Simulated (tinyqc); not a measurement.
## Screening length from the swing

Question. In a simple model of a Schottky-barrier transistor a barrier thinner than d = 2.8 nm is transparent, so the effective barrier is pn - psi (1 - exp(-d/lam)) and the swing beyond flat band is Vt ln 10/(1 - exp(-d/lam)). Find the thermionic swing, lam, and the effective barrier at psi = 0.2 V.

Inputs (values chosen for the exercise): temperature T = 300 K; barrier for electrons at both contacts pn = 0.59 eV.

Constants: q = 1.602176634e-19 C, kB = 1.380649e-23 J/K, Vt = kB T/q. Results are converted to the units shown.

swing in the tunnelling range = 75.452305 mV/decade

Answer. The ratio of the two swings is 1 - exp(-d/lam).

Vt ln 10 = 59.5 mV/decade
lam = 1.80 nm
effective barrier = 0.432 eV

Numbers from tinyqc (`OMP_NUM_THREADS=1 python tinyqc.py 2390016 2390017 out.jsonl`; about 0.03 s on one thread of a shared Intel Xeon 2.30GHz).
